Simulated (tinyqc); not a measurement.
Inside a calculation. Model: strained Delta valleys, repopulation and conductivity mass.

Numbers from tinyqc (`OMP_NUM_THREADS=1 python tinyqc.py 2530093 2530094 out.jsonl`; about 0.01 s on one thread of a shared Intel Xeon 2.30GHz). Printed values are rounded.

A cubic crystal with three pairs of conduction valleys along x, y and z under uniaxial stress X along [110] (X > 0 is tension); current along [110]. Non-degenerate electrons, fixed total density, one relaxation time for all valleys and stresses, masses unchanged by strain, so the mobility goes as the mean inverse mass.

Inputs (values chosen for the exercise); values close to those of silicon: temperature T = 300 K; compliance s11 = 7.82 1/TPa; compliance s12 = -2.13 1/TPa; compliance s44 = 13 1/TPa; shear deformation potential Xu = 9.13 eV; longitudinal mass ml = 0.89 m0; transverse mass mt = 0.192 m0; uniaxial stress (tension positive) X = 980 MPa.

Constants: q = 1.602176634e-19 C, kB = 1.380649e-23 J/K, Vt = kB T/q. Results are converted to the units shown.

Range of the model: Shear strain also changes the transverse masses of these valleys, which is left out.

## Strain tensor

Stress s_ij = X a_i a_j with a the unit vector along [110]; strain e_ii = s11 s_ii + s12 (s_jj + s_kk), e_ij = s44 s_ij/2.

strain (%):
```
,x,y,z
x,0.278810,0.318500,0.000000
y,0.318500,0.278810,0.000000
z,0.000000,0.000000,-0.208740
```

## Valley shifts and shares

Valley shift dE = Xu (n.e.n - trace(e)/3) with n the valley axis; share f proportional to exp(-dE/Vt).

```
valley,dE (meV),share f
x,14.8378,0.131668
y,14.8378,0.131668
z,-29.6755,0.736665
```

The splitting is 44.5 meV, 1.7 Vt.

## Conductivity mass and mobility

Inverse mass along the current d = [110]: (n.d)^2/ml + (1 - (n.d)^2)/mt; mu/mu0 = sum f (1/m) over the plain mean of 1/m.

1/m along d, valley x to z (1/m0): [3.16596, 3.16596, 5.20833]
conductivity mass = 0.214110 m0
unstrained value = 0.259959 m0
mu/mu0 = 1.21414

The possible range, all electrons in one kind of valley, is 0.823 to 1.35.
